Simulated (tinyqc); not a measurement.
# Worked calculation: stacked nanosheet transistor, parasitic resistance, capacitance and delay

Program tinyqc, `OMP_NUM_THREADS=1 python tinyqc.py 2170093 2170094 out.jsonl`; Intel Xeon 2.30GHz, shared host, one thread, about 0.06 s. Printed values are rounded.

Ns sheets share one contact on top; each has perimeter p = 2 (Ws + ts) and cross-section A = Ws ts; contact width Wc = Ws + 10 nm, stack height Hs = Ns pv. Sheet 1 is the top one. Contact length Lc = CPP - Lg - 2 Lsp, shared by two neighbouring gates. Source and drain sides are equal. The formulas are first-order estimates, not field solutions.

Values chosen for this exercise; values close to those of silicon logic devices: temperature T = 300 K; number of sheets Ns = 3; sheet width Ws = 20 nm; sheet thickness ts = 6 nm; vertical pitch of the sheets pv = 14 nm; vertical resistance between sheet levels rv = 234 ohm; contacted gate pitch CPP = 60 nm; gate length Lg = 14 nm; spacer length Lsp = 4 nm; relative permittivity of the spacer ks = 7; gate height above the channel stack Hc = 20 nm; contact resistivity rc = 1.8e-9 ohm cm^2; resistivity of the source-drain epitaxy re = 0.00021 ohm cm; current-carrying depth of the epitaxy te = 30 nm; resistivity of the extension rx = 0.00068 ohm cm; gate overlap Lov = 0.5 nm; inversion capacitance Cinv = 2.2 uF/cm^2; injection velocity vx = 1e7 cm/s; apparent mobility mu = 280 cm^2/(V s); threshold at zero drain voltage VT = 0.21 V; barrier lowering dl = 0.065 V/V; subthreshold factor n = 1.18; wire load Cw = 0.25 fF; supply voltage Vdd = 0.6 V.

Constants: q = 1.602176634e-19 C, kB = 1.380649e-23 J/K, eps0 = 8.8541878128e-12 F/m, Vt = kB T/q. Results are converted to the units shown.

## Geometry and resistances

Epitaxy sheet resistance Rsh = re/te, transfer length LT = sqrt(rc/Rsh), contact Rc = [sqrt(rc Rsh)/Wc] coth(Lc/(2 LT)); extension of one sheet Rx = rx Lsp/A. Effective width N p; for equal currents and rv = 0 one side has Rc + Rx/N.

Lc = 38 nm
effective width = 156 nm
Rsh = 70 ohm
LT = 50.7093 nm
Rc = 330.431 ohm
Rx = 226.667 ohm
one side times effective width = 63.3339 ohm um

Lc/2 is 0.37 transfer lengths, and Rc is 4.6 % above the area limit rc/(Wc Lc/2). The contact makes up 81.4 % of one side.

## Capacitances

With N sheets: gate Cg = Cinv p N Lg; per side, plate Cp = ks eps0 [Wc (Hs + Hc) - N A]/Lsp, top fringe Cf = (2/pi) ks eps0 Wc ln(1 + Lg/(2 Lsp)), overlap Co = Cinv p N Lov. Cs = Cp + Cf + Co. An inverter of two such devices driving an equal one has the load CL = 2 (Cg + 2 Cs) + 4 Cs + Cw (its own drains counted twice for the Miller effect).

Cg = 48.0480 aF
Cp = 23.2422 aF
Cf = 1.19745 aF
Co = 1.716 aF
CL = 555.342 aF

The channel capacitance gives 17.3 % of CL, the parasitic parts 37.7 % and the wire 45.0 %.

## Iteration 1: sheet currents at Vgs = Vdd, Vds = Vdd/2

I at the start (uA): sheet 1 0, sheet 2 0, sheet 3 0

One sheet: I = p Q vx u/(1 + |u|^1.8)^(1/1.8), Q = Cinv n Vt ln(1 + exp((Vg' - VT + dl Vd')/(n Vt))), u = Vd' mu/(vx Lg), Vg' = Vgs - v, Vd' = Vds - 2 v, with the drop on each side v_j = Rc sum I + rv (sum over levels k = 2..j of the current of sheets k..Ns) + Rx I_j. I(new) = I(out).

drop v (mV): sheet 1 0, sheet 2 0, sheet 3 0
I(out) (uA): sheet 1 45.8432, sheet 2 45.8432, sheet 3 45.8432
I after iteration 1 (uA): sheet 1 45.8432, sheet 2 45.8432, sheet 3 45.8432

## Iteration 2: sheet currents at Vgs = Vdd, Vds = Vdd/2

As before.

drop v (mV): sheet 1 55.8352, sheet 2 77.2898, sheet 3 88.0171
I(out) (uA): sheet 1 37.7399, sheet 2 34.1622, sheet 3 32.1254
I after iteration 2 (uA): sheet 1 37.7399, sheet 2 34.1622, sheet 3 32.1254

## Course of the iteration: sheet currents at Vgs = Vdd, Vds = Vdd/2

Stop when the largest change of I is below 1e-6 uA, or after 80 iterations.

Course of the iteration:
```
iteration  total I (uA)  largest |change| of one entry (uA)
1               137.530                                45.8
2               104.028                                13.7
3               113.493                                4.20
4               110.910                                1.14
5               111.623                               0.317
6               111.427                              0.0872
7               111.481                              0.0240
8               111.466                             6.62e-3
9               111.470                             1.83e-3
10              111.469                             5.03e-4
11              111.469                             1.39e-4
12              111.469                             3.82e-5
13              111.469                             1.05e-5
14              111.469                             2.90e-6
15              111.469                             7.99e-7
```

Converged in 15 iterations. At the end each change is about 0.28 times the one before: linear convergence. The bottom sheet carries 90.2 % of the current of the top one.

## Effective current, delay and energy

IH = I(Vdd, Vdd/2) = 111.469 uA
IL = I(Vdd/2, Vdd), solved likewise = 36.7352 uA

Ieff = (IH + IL)/2, delay CL Vdd/(2 Ieff), energy CL Vdd^2, with CL the load of an inverter that drives an equal one.

Ieff = 74.1022 uA
delay = 2.24828 ps
energy = 199.923 aJ

Without any series resistance Ieff would be 90.8 uA, so the resistances cost 18.4 %.
